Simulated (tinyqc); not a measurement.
Lattice vibrations of a chain, step by step. Computed by tinyqc, a small Python program that keeps every step. Command: `OMP_NUM_THREADS=1 python tinyqc.py 24423 24424 out.jsonl` (the two numbers bound the seeds that draw the settings). One thread of a shared host (Intel(R) Xeon(R) Processor @ 2.60GHz), about 0.01 s of CPU time with the checks.

## Dynamical matrix at q = 0.08

A chain moving along its axis:
```
atom               mass (u)  spring to the next atom (eV/angstrom^2)
1                   56.9000                                  22.4000
2                   25.5000                                  24.7000
3                   50.6000                                  29.5000
second neighbours         -                                   1.4000
```

q is in units of 2 pi/a. A spring k from atom i to atom j, n cells on, adds k to Phi_ii and Phi_jj, -k exp(2 pi i q n) to Phi_ij and the conjugate to Phi_ji (for one atom a cell: 2k (1 - cos 2 pi q n)); D_ij = Phi_ij / sqrt(m_i m_j).

D(q) (eV/(angstrom^2 u)), lower triangle (Hermitian):
```
                 1                2       3
1           0.9613
2  -0.6203-0.0177i           1.9569
3  -0.5079-0.2649i  -0.7218-0.0188i  1.1265
```

## Frequencies

omega^2 are the eigenvalues; wavenumber = 521.4708 sqrt(eigenvalue) 1/cm.

eigenvalues: 0.0194  1.5713  2.4540

wavenumbers (1/cm): 72.7  653.7  816.9

weights |e|^2 of the mass-weighted modes:
```
        mode 1  mode 2  mode 3
atom 1  0.4297  0.5058  0.0645
atom 2  0.1892  0.0415  0.7694
atom 3  0.3811  0.4528  0.1661
```

## Dispersion and heat capacity

C/k_B per atom = mean over q = (j + 1/2)/80, j = 0..39 and all branches of y^2 e^y/(e^y - 1)^2, y = hc wavenumber / k_B T.

Wavenumbers (1/cm):
```
q       branch 1  branch 2  branch 3
0.0000    0.0000  661.3477  813.9390
0.0625   56.8281  656.6162  815.7837
0.1250  113.1294  643.1715  820.6153
0.1875  168.3440  622.6610  826.9408
0.2500  221.8167  596.7677  833.3925
0.3125  272.6360  567.0472  839.0498
0.3750  319.1261  535.5017  843.3705
0.4375  356.9678  506.5929  846.0585
0.5000  373.7680  492.7663  846.9689
```

Heat capacity:
```
T (K)  C/k_B per atom
20             0.0336
50             0.0850
100            0.1769
200            0.3878
300            0.5807
600            0.8489
1200           0.9578
```

zero-point energy per atom = 33.7383 meV
